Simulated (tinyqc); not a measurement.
## Thickness and doping from the maximum and minimum capacitance

Inverse problem. A MOS capacitor has Cmax = Cox = eps0 eox/tox and 1/Cmin = 1/Cox + Wm/(eps0 eps_r), with Wm = sqrt(4 eps0 eps_r Vt ln(N/ni)/(q N)) and N well above ni. Find tox, Wm and N.

Inputs (values chosen for the exercise); band and dielectric values close to those of silicon: temperature T = 350 K; relative permittivity eps_r = 11.7; relative permittivity of the gate insulator (close to zirconium oxide) eox = 25.

Constants: q = 1.602176634e-19 C, kB = 1.380649e-23 J/K, Vt = kB T/q, eps0 = 8.8541878128e-14 F/cm where lengths are in cm. Results are converted to the units shown.

Cmax = 0.52703499 uF/cm^2
Cmin = 0.066738045 uF/cm^2
ni = 2.4839386e11 cm^-3

Answer. Cmax gives tox and the series difference Wm. N follows by iterating N = 4 eps0 eps_r Vt ln(N/ni)/(q Wm^2); ln(N/ni)/N falls steadily for N > e ni, so there is one root in that range.

tox = 42.0 nm
Wm = 136 nm
N = 5.20e16 cm^-3

Numbers from tinyqc (`OMP_NUM_THREADS=1 python tinyqc.py 2060122 2060123 out.jsonl`; about 0.01 s on one thread of a shared Intel Xeon 2.30GHz).
